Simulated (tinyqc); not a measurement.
Strained Delta valleys, repopulation and conductivity mass: two steps of the calculation.

A cubic crystal with three pairs of conduction valleys along x, y and z under uniaxial stress X along [100] (X > 0 is tension); current along [100]. Non-degenerate electrons, fixed total density, one relaxation time for all valleys and stresses, masses unchanged by strain, so the mobility goes as the mean inverse mass.

Values chosen for this exercise; values close to those of silicon: temperature T = 293 K; shear deformation potential Xu = 8.84 eV; longitudinal mass ml = 0.91 m0; transverse mass mt = 0.195 m0.

Constants: q = 1.602176634e-19 C, kB = 1.380649e-23 J/K, Vt = kB T/q. Results are converted to the units shown.

Question 1. Valley shifts and shares. Valley shift dE = Xu (n.e.n - trace(e)/3) with n the valley axis; share f proportional to exp(-dE/Vt).

strain (%):
```
            x            y            z
x  0.17687000   0.00000000   0.00000000
y  0.00000000  -0.04784000   0.00000000
z  0.00000000   0.00000000  -0.04784000
```

Wanted: dE; share f.

Answer 1.

```
valley  dE (meV)  share f
x         13.243  0.18544
y         -6.621  0.40728
z         -6.621  0.40728
```

The splitting is 19.9 meV, 0.79 Vt.

Question 2. Conductivity mass and mobility. Inverse mass along the current d = [100]: (n.d)^2/ml + (1 - (n.d)^2)/mt; mu/mu0 = sum f (1/m) over the plain mean of 1/m.

share f, valley x to z: 0.18544366  0.40727817  0.40727817

Wanted: 1/m along d; conductivity mass; unstrained value; mu/mu0.

Answer 2.

1/m along d, valley x to z (1/m0): 1.099  5.128  5.128
conductivity mass = 0.2283 m0
unstrained value = 0.2642 m0
mu/mu0 = 1.157

The possible range, all electrons in one kind of valley, is 0.290 to 1.35.

Numbers from tinyqc (`OMP_NUM_THREADS=1 python tinyqc.py 2530127 2530128 out.jsonl`; about 0.01 s on one thread of a shared Intel Xeon 2.30GHz).
